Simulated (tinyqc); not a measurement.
Inside a calculation. Model: X-ray reflectivity of a thin film on silicon: critical angles, Parratt recursion, fringes and roughness. Computed by tinyqc, a small Python program that keeps every step. Command: `OMP_NUM_THREADS=1 python tinyqc.py 3120835 3120836 out.jsonl xrr walk`. One thread of a shared host (Intel(R) Xeon(R) Processor @ 2.30GHz), about 0.01 s of CPU time with the checks. Intermediate numbers are printed to about 6 digits and carried at full precision; extremes and crossings named in words are read from the listed rows.

n = 1 - delta + i beta; the classical electron radius is r_e = 2.8179403e-6 nm. Layer 0 is vacuum, 1 the film, 2 the substrate.

Inputs (values chosen for the exercise, modelled on tungsten on silicon, copper K-alpha radiation): wavelength lambda = 0.15406 nm; film density rho = 18.3 g/cm^3; effective electrons per unit mass, film = 0.4 mol/g; beta/delta, film = 0.085; film thickness d = 15.9 nm; roughness of the surface sigma_1 = 0.95 nm; roughness of the interface sigma_2 = 0.43 nm; substrate density = 2.33 g/cm^3; effective electrons per unit mass, substrate = 0.507 mol/g; beta/delta, substrate = 0.023; grazing angle theta = 1.8 degrees.

Constants: N_A = 6.02214076e+23 1/mol.

## Optical constants

delta = r_e lambda^2 rho_e/(2 pi), rho_e = density x electrons per mass x N_A; critical angle sqrt(2 delta), q_c = 4 sqrt(pi r_e rho_e).

Constants:
```
layer      rho_e (1/nm^3)        delta         beta  critical angle (degrees)  q_c (1/nm)
film              4408.21  4.69239e-05  3.98853e-06                  0.555053    0.790191
substrate          711.40  7.57263e-06  1.74170e-07                  0.222977    0.317437
```

The film is denser in electrons than the substrate; X-rays tunnel through a film of a few nanometres, so the edge of total reflection moves to the value of the film only as it thickens.

## Critical angle of the film

The formulas are those given above.

critical angle of the film = 0.555053 degrees

## Reflectivity at one angle

k_j = (2 pi/lambda) sqrt(sin^2 theta - 2 delta_j + 2 i beta_j); r_ij = (k_i - k_j)/(k_i + k_j) x exp(-2 k_i k_j sigma^2) (Nevot-Croce); r = (r_01 + r_12 p)/(1 + r_01 r_12 p), p = exp(2 i k_1 d); R = |r|^2.

k_0, k_1, k_2 (1/nm): [1.28106, 1.21862+0.00544i, 1.27119+0.00023i]

1000 r_01 = 1.48998-0.15212i

1000 r_12 = -11.8996+1.2402i

p = 0.416268+0.730795i

reflectivity R = 8.85192e-05

q = 4 pi sin(theta)/lambda = 2.56211 1/nm

## Fringe period, contrast and decay

Far above the critical angle the period is d theta = lambda/(2 d), or 2 pi/d in q; the envelope runs between (|r_01| - |r_12 p|)^2 and (|r_01| + |r_12 p|)^2; contrast = 2 a b/(a^2 + b^2) with a = |r_01|, b = |r_12 p|; roughness factors on the amplitudes are about exp(-q^2 sigma^2/2).

period in theta = 0.277578 degrees

period in q = 0.395169 1/nm

contrast = 0.291241

roughness factor, surface = 0.0517052

roughness factor, interface = 0.545048

## Thickness from the minima

Minima of R theta^4 are located on 6001 points over 7.5 periods, from 1.15 times the larger critical angle. With refraction, sin^2(theta_m) = 2 delta + m^2 (lambda/(2 d))^2, m integer or half-integer; the first six minima are used, and the first order is the one that minimises the largest residual of the least-squares line plus the distance of its intercept from 2 delta. Without refraction, d = lambda/(2 x mean step of sin theta).

Minima:
```
order m  theta (degrees)  sin^2 theta
2                0.78577   0.00018807
3                1.00055   0.00030492
4                1.24031   0.00046854
5                1.49360   0.00067940
6                1.75660   0.00093965
7                2.03106   0.00125608
```

d with refraction = 15.8249 nm

d without refraction = 17.7265 nm

Against d = 15.9 nm the errors are -0.47 % with and +11.49 % without refraction. The orders are integers, as r_01 and r_12 have opposite signs for a film denser than the substrate.

## Which roughness does what

R is averaged over one period above each angle (64 points); contrast = (max - min)/(max + min) of R theta^4 over that period. Cases: smooth; only sigma_1; only sigma_2; both.

Mean R and contrast:
```
theta (degrees)   R smooth  contrast   R, sigma_1  contrast, sigma_1   R, sigma_2  contrast, sigma_2      R, both  contrast, both
0.8              0.0172306  0.888705  8.49955e-03           0.973984  1.63944e-02           0.829027  7.59630e-03        0.995491
1.2              0.0029286  0.913518  1.01151e-03           0.690757  2.55331e-03           0.794037  5.86041e-04        0.808690
1.8              0.0007498  0.950517  2.49028e-04           0.103082  5.62825e-04           0.639576  6.87892e-05        0.287448
2.5              0.0001914  0.959442  7.35779e-05           0.010009  1.30772e-04           0.411151  5.96710e-06        0.255229
3.5              0.0000580  0.967106  2.11332e-05           0.004461  3.57018e-05           0.144186  1.66688e-07        0.351411
```

At 2.5 degrees sigma_1 alone multiplies the mean R by 0.38 and sigma_2 alone by 0.68; the contrast goes from 0.96 (smooth) to 0.01 and 0.41.

Checks made by the program: smooth bare substrate far above q_c against (q_c/2q)^4 (relative difference 1e-03).
